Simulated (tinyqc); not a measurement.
What moves the results: Gamma, L and X subbands of a thin body with non-parabolic valleys. A value that a table varies takes the place of the one given here.

Hard walls, flat band, c = hbar^2/2m0, energies from the bulk Gamma edge. For a valley at angle theta to the normal 1/m_z = cos^2/ml + sin^2/mt and m_d = sqrt(ml mt^2/m_z). Subband n starts at E_v + e with e (1 + a e) = c (n pi/t)^2/m_z, and its density-of-states mass is taken as m_d (1 + 2 a e), without further growth at higher in-plane energy. Groups are named by valley and degeneracy.

n_i = g m/(2 pi c) kB T ln(1 + exp((EF - E_i)/kB T)), sum n_i = Ns (1e12/cm^2 = 1e-4/angstrom^2), c = hbar^2/2m0. Quantum capacitance Cq = 1602.176634 sum g m/(2 pi c) f_i in microfarad/cm^2 with f_i = 1/(1 + exp((E_i - EF)/kB T)); Cox = 34.5313/eot (one gate); C/Cox = Cq/(Cq + Cox), the centroid term left out.

Constants: hbar^2/2m0 = 3.80998211 eV angstrom^2; kB = 8.617333262e-05 eV/K.

Values chosen for the exercise (near those of a thin GaAs channel; not measured data):
```
symbol  value                          unit         meaning
face    111                                         surface
mG      0.0674                         m0           Gamma mass
aG      0.58                           1/eV         Gamma non-parabolicity
EL      0.273                          eV           L edge above Gamma
mL      (1.872, 0.074)                 m0           L valleys (four, along <111>): ml, mt
EX      0.448                          eV           X edge above Gamma
mX      (1.248, 0.234)                 m0           X valleys (three, along <100>): ml, mt
aS      0.6                            1/eV         non-parabolicity of L and X
Ns      2.8                            x 1e12/cm^2  sheet density
T       300                            K            temperature
eot     10                             angstrom     equivalent oxide thickness
ts      (18, 24, 30, 40, 55, 75, 110)  angstrom     thicknesses
t       32                             angstrom     body thickness
Nl      (0.5, 1, 2, 4, 7, 11, 16)      x 1e12/cm^2  sheet densities
```

## Thinning the body

Lowest edge of each valley type, the lowest group, the Gamma share and C/Cox, with n = 1 to 8 of all groups.

Results:
```
t (angstrom)  Gamma (eV)  L (eV)  X (eV)  lowest  Gamma share (%)  C/Cox
18                 1.065   0.333   0.754      L1              0.0  0.610
24                 0.691   0.307   0.631      L1              0.0  0.660
30                 0.484   0.295   0.569      L1              0.3  0.692
40                 0.297   0.285   0.518      L1             38.3  0.756
55                 0.168   0.280   0.486      G1             89.4  0.663
75                 0.094   0.277   0.469      G1             97.8  0.602
110                0.045   0.275   0.458      G1             99.2  0.626
```

How do the results move?

From 110 down to 18 angstrom Gamma rises by 1.02 eV, L by 0.06 and X by 0.30 eV, the light Gamma mass moving most. The lowest group changes from G1 to L1 between 55 and 40 angstrom. The Gamma share goes from 99 % to 0 %. C/Cox is 0.63 and 0.61 at the ends and lies between 0.60 and 0.76. Hard walls overstate the rise in the thinnest rows.

## Raising the sheet density

Fixed thickness, n = 1 to 8 of all groups; the gate overdrive above the lowest edge is (EF - E_lowest)/e + 0.1602177 Ns/Cox in volts.

Results:
```
Ns (1e12/cm^2)  EF - lowest (eV)  Gamma share (%)     Cq  C/Cox  overdrive (V)
0.5                       -0.010              0.6   2.50  0.420          0.013
1.0                        0.014              0.8   4.22  0.550          0.061
2.0                        0.044              1.2   6.67  0.659          0.137
4.0                        0.082              2.5  10.08  0.745          0.268
7.0                        0.122              5.8  14.50  0.808          0.447
11.0                       0.159             10.4  20.70  0.857          0.669
16.0                       0.191             13.9  28.53  0.892          0.934
```

What can be read from the table?

The lowest subband is L1 n=1; the light Gamma level lies 143 meV above it, lifted there by confinement. At the highest density band filling takes 0.191 V of the 0.934 V overdrive. Cq grows from 2.5 to 28.5 microfarad/cm^2 while EF moves from -0.010 to +0.191 eV against the lowest edge; the Gamma share stays within 1 to 14 %.

## What each parameter does

n = 1 to 8 of all groups. Each row changes one parameter from the base and keeps the others.

Results:
```
case                  lowest edge (eV)  EF (eV)  Gamma share (%)  C/Cox
base                             0.292    0.353              1.6  0.703
t = 40 angstrom                  0.285    0.315             38.3  0.756
mG = 0.0775 m0                   0.292    0.349              9.0  0.722
aG = 0.41 1/eV                   0.292    0.354              0.6  0.700
EL = 0.223 eV                    0.242    0.304              0.2  0.698
Ns = 4.2 x 1e12/cm^2             0.292    0.378              2.7  0.750
eot = 8 angstrom                 0.292    0.353              1.6  0.655
T = 250 K                        0.292    0.357              0.9  0.710
```

What can be read from the table?

The largest shifts from the base row, up to three for each result and ties (the steps differ in size, so this ranks the rows, not the parameters). lowest edge (eV): EL -0.050, t -0.007; unchanged at the printed digits by mG, aG, Ns, eot and T. EF (eV): EL -0.049, t -0.038, Ns +0.024; unchanged at the printed digits by eot. Gamma share (%): t +36.6, mG +7.4, EL -1.4; unchanged at the printed digits by eot. C/Cox: t +0.052, eot -0.049, Ns +0.047.

(tinyqc, `OMP_NUM_THREADS=1 python tinyqc.py 1280166 1280167 out.jsonl`, Intel(R) Xeon(R) Processor @ 2.30GHz, 1 thread, shared host, about 0.07 s.)
